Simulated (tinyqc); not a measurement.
Type-II superlattice in the two-band Kane model, step by step. Values are carried at full precision from step to step, so a last printed digit may differ when a step is redone from the rounded ones.

Motion along the axis, period d = a + b, c = hbar^2/2m0. Conduction and light-hole bands couple: (E - Ec)(E - Ev) = Ep c k^2 in each layer, with mass m(E) = (E - Ev)/Ep, which may be negative. The conduction envelope psi and psi'/m(E) are continuous; a layer carries them by [[cos kt, (m/k) sin kt], [-(k/m) sin kt, cos kt]] (cosh and sinh for k^2 < 0), and cos(q d) = tr(M_B M_A)/2. C1 is the first miniband above EvB, with its bottom at tr/2 = +1 and its top at -1; the gap is the bottom of C1 less the top heavy-hole level HH1.

Constants: hbar^2/2m0 = 3.80998211 eV angstrom^2; hc = 1239.841984 eV nm.

Inputs chosen for the exercise (near those of an InAs/GaSb superlattice; not measured data): a = 29 angstrom (layer A); b = 33 angstrom (layer B); EcA = 0 eV (conduction edge of A); EvA = -0.412 eV (valence edge of A); EcB = 0.975 eV (conduction edge of B); EvB = 0.158 eV (valence edge of B); EpA = 14.5 eV (coupling energy in A); EpB = 17.9 eV (coupling energy in B); E = 0.533 eV (trial energy); mhA = 0.34 m0 (heavy hole in A); mhB = 0.26 m0 (heavy hole in B).

## Wave numbers and masses at one energy

Give k^2 and m(E) in both layers.

Layers:
```
layer  k^2 (1/angstrom^2)  m(E) (m0)
A               0.0091173    0.06517
B              -0.0024304    0.02095
```

In B the decay constant is 0.0493 1/angstrom; across the gap of B it peaks at mid-gap, at 0.0495, and vanishes at both edges.

## Transfer matrices

Form M_A, M_B and half the trace of their product.

M_A (angstrom units):
```
          1         2
1  -0.93141   0.24843
2  -0.53327  -0.93141
```

M_B (angstrom units):
```
        1       2
1  2.6422  1.0393
2  5.7552  2.6422
```

tr/2 = -2.0232

E lies in a gap of the coupled bands.

## Edges and effective gap

Heavy holes are uncoupled: with e = EvB - E, p = sqrt(mhB e/c), w = sqrt(mhA (EvB - EvA - e)/c), the top level HH1 at q = 0 solves (p/mhB) tan(p b/2) = (w/mhA) tanh(w a/2).

C1 is the first miniband above EvB: bottom at tr/2 = +1, top at -1. The gap is its bottom less HH1; cut-off wavelength hc/gap.

bottom of C1 = 0.3650 eV
top of C1 = 0.4656 eV
HH1 = 0.0858 eV
gap = 0.2792 eV
cut-off = 4.44 micrometre

The bulk edges overlap by 158 meV; confinement lifts the electrons by 365 meV and lowers the holes by 72 meV, which opens the gap. It is 0.68 of the smaller bulk gap.

## Electron mass along the axis

m_z = -2 c f'/d^2 with f = tr/2 differentiated at the bottom of C1 (central difference of 1e-6 eV); compare the bulk edge mass (EcA - EvA)/EpA.

f' = -20.29 1/eV
m_z = 0.0402 m0
bulk edge mass of A = 0.0284 m0

## Checks

- Bottom of C1 from the two-band matrix on a staggered grid of 0.5 angstrom against the transfer matrix, eV: both 0.365.

Computed by tinyqc, a small Python program: `OMP_NUM_THREADS=1 python tinyqc.py 1252687 1252688 out.jsonl` (the numbers bound the seed that draws the inputs); one thread of a shared host (Intel(R) Xeon(R) Processor @ 2.30GHz), about 0.03 s for the whole set of steps.
